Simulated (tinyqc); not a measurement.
Inside a calculation. Method: plane-wave Kohn-Sham cycle with exchange-only LDA in a layered model solid. One step of it, computed by the program tinyqc.

Question. Iteration 2: levels at that k. Diagonalise the Hermitian matrix.

H (hartree), order -2, -1, +0, +1, +2:
```
[[0.028894, 0.196677, -0.042235, -0.005013, -0.001473],
 [0.196677, -0.202995, 0.196677, -0.042235, -0.005013],
 [-0.042235, 0.196677, -0.266237, 0.196677, -0.042235],
 [-0.005013, -0.042235, 0.196677, -0.160833, 0.196677],
 [-0.001473, -0.005013, -0.042235, 0.196677, 0.113217]]
```

Give: eigenvalues.

Answer.

eigenvalues (hartree): [-0.574, -0.262, -0.028, 0.152, 0.224]
